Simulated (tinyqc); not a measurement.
# Transit time and capacitance from two cut-off frequencies

Inverse problem. 1/(2 pi fT) = tauF + Vt C/JC, C the sum of the junction capacitances per area. Find C, tauF and the limit of fT at high current.

Values chosen for this exercise:

| symbol | value | unit | meaning |
|---|---|---|---|
| T | 350 | K | temperature |

Constants: q = 1.602176634e-19 C, kB = 1.380649e-23 J/K, Vt = kB T/q. Results are converted to the units shown.

JC (mA/um^2): [0.048, 0.47]
fT (GHz): [25.360557, 39.270016]

Answer. The delay is a straight line in 1/JC with slope Vt C and intercept tauF.

C = 3.940 fF/um^2
tauF = 3.800 ps
limit of fT = 41.88 GHz

Computed by the program tinyqc: `OMP_NUM_THREADS=1 python tinyqc.py 2320120 2320121 out.jsonl`, one thread of a shared Intel Xeon 2.30GHz, about 0.01 s for the whole run.
